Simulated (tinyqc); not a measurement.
## On-chip interconnect, size-dependent resistivity and RC delay: two metals against line width

A rectangular line between two neighbours and two ground planes. Surface and grain-boundary scattering are added to the bulk resistivity as corrections; capacitances are parallel-plate values without fringing; inductance is ignored.

Metal width x = wd - 2 tl, height y = AR wd - tl; grain boundaries (Mayadas-Shatzkes): al = (lam/(gr x)) Rg/(1 - Rg), g = 1/[1 - 3 al/2 + 3 al^2 - 3 al^3 ln(1 + 1/al)] - 1; surfaces (Fuchs-Sondheimer, thick limit): s = (3/8) lam (1 - ps)(1/x + 1/y); rho = rho0 (1 + g + s); r = rho/(x y). The second metal has rho2, lam2 and tl2 in place of rho0, lam and tl; ps, Rg, gr and AR are shared.

Values chosen for this exercise; metal values close to those of copper: bulk resistivity rho0 = 1.66 uohm cm; bulk mean free path lam = 40.6 nm; specular share of surface scattering ps = 0.4; reflection coefficient of grain boundaries Rg = 0.32; grain size over the metal width gr = 2; aspect ratio, height over width AR = 1.3; liner on both walls and the bottom, not conducting tl = 1.7 nm; space to the neighbouring lines sp = 8.4 nm; dielectric height to the planes above and below hd = 15 nm; relative permittivity of the dielectric ek = 2.7; Miller factor of the neighbours Mf = 1; bulk resistivity of the second metal (close to rhodium) rho2 = 4.61 uohm cm; mean free path of the second metal lam2 = 6.9 nm; liner of the second metal tl2 = 0.4 nm.

Constants: eps0 = 8.8541878128e-12 F/m. Results are converted to the units shown.

Two metals against line width:
```
wd (nm)	rho, first (uohm cm)	rho, second (uohm cm)	r, first (ohm/um)	r, second (ohm/um)	ratio second/first
6.5	15.71	8.622	7509	1879	0.2502
8	11.38	7.807	2845	1084	0.3812
10	8.585	7.127	1151	614.8	0.5341
13	6.513	6.519	446.4	323.9	0.7255
17	5.138	6.055	185.2	172.2	0.9300
22	4.233	5.718	84.60	95.65	1.131
30	3.479	5.418	35.07	48.07	1.371
45	2.837	5.146	12.01	20.04	1.669
70	2.402	4.953	4.039	7.900	1.956
120	2.087	4.810	1.160	2.593	2.235
```

The resistivity of the first metal falls from 15.7 to 2.09 uohm cm and that of the second goes from 8.62 to 4.81 uohm cm as the line widens. The products rho0 lam, which set the size effect, are 67.4 and 31.8 uohm cm nm. The two resistances cross at wd = 18.6 nm: below it the second metal gives the lower line resistance. For widths well under the mean free path the thick-limit surface term is only a guide.

Range of the model: The metal width is under the mean free path, where the thick-limit surface term and the simple sum of corrections lose accuracy.

Numbers from tinyqc (`OMP_NUM_THREADS=1 python tinyqc.py 2100102 2100103 out.jsonl`; about 0.01 s on one thread of a shared Intel Xeon 2.30GHz).
